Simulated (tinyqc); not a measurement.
MOS capacitor on a p-type substrate, surface potential from the exact charge relation: one step of the calculation.

Uniform p-type substrate, Boltzmann statistics, full ionisation, classical densities. psi is the surface potential against the body (positive when the bands bend down) and u = psi/Vt. Traps are spread evenly over the gap and neutral at flat band, so their charge is -q Dit psi; the minority quasi-Fermi level is shifted by Vb.

Problem. Charges, field and capacitances at the solution. ni = sqrt(Nc Nv) exp(-Eg/(2 Vt)), Eg in volts; phiF = Vt ln(N/ni); Cox = eps0 eox/tox; Vfb = phiM - chi - (Eg - Vt ln(Nv/N)) - q Nf/Cox; Q0 = sqrt(2 eps0 eps_r q N Vt); r = (ni/N)^2 exp(-Vb/Vt); VT = Vfb + [(2 phiF + Vb)(1 + q Dit/Cox) + sqrt(2 eps0 eps_r q N (2 phiF + Vb))/Cox].

u = psi/Vt; F^2 = exp(-u) + u - 1 + r (exp(u) - u - 1); Qs = -sign(u) Q0 F; Cs = -dQs/dpsi = (Q0/Vt) |1 - exp(-u) + r (exp(u) - 1)|/(2 F). Low frequency: 1/C_LF = 1/Cox + 1/(Cs + q Dit). High frequency, in the simple estimate in which traps and minority carriers do not follow: 1/C_HF = 1/Cox + 1/Cd, Cd being Cs with r = 0 at the same psi. Minority sheet density N_inv = (Q0/(2 q)) int_0^u r (exp(t) - 1)/F(t) dt for u > 0. Oxide field |Qs - q Dit psi + q Nf|/(eps0 eox).

Inputs (values chosen for the exercise); band and dielectric values those of a made-up semiconductor:

| symbol | value | unit | meaning |
|---|---|---|---|
| T | 300 | K | temperature |
| Eg | 1.24 | eV | band gap |
| eps_r | 9.67 |  | relative permittivity |
| Nc | 2.95e19 | cm^-3 | conduction-band density of states at T |
| Nv | 3.16e19 | cm^-3 | valence-band density of states at T |
| N | 5.6e17 | cm^-3 | acceptor density of the substrate |
| eox | 3.9 |  | relative permittivity of the gate insulator (close to silicon dioxide) |
| tox | 4.3 | nm | insulator thickness |
| Nf | 0 | cm^-2 | fixed charge at the interface, in units of q |
| Dit | 1.5e10 | cm^-2 eV^-1 | density of interface traps |
| Vb | 0 | V | reverse bias of the inversion layer against the body |

Constants: q = 1.602176634e-19 C, kB = 1.380649e-23 J/K, Vt = kB T/q, eps0 = 8.8541878128e-14 F/cm where lengths are in cm. Results are converted to the units shown.

converged psi = 0.69453002 V

Give: Qs; N_inv; oxide field; Cs; C_LF/Cox; C_HF/Cox.

Solution.

Qs = -320.5 nC/cm^2
N_inv = 8.052e4 cm^-2
oxide field = 0.9330 MV/cm
Cs = 0.2397 uF/cm^2
C_LF/Cox = 0.2316
C_HF/Cox = 0.2298

The surface is in weak inversion (borders at |psi| = 0, phiF + Vb and 2 phiF + Vb = 1.03 V).

tinyqc, about 0.01 s, one thread, Intel Xeon 2.30GHz (shared host): `OMP_NUM_THREADS=1 python tinyqc.py 2060096 2060097 out.jsonl`
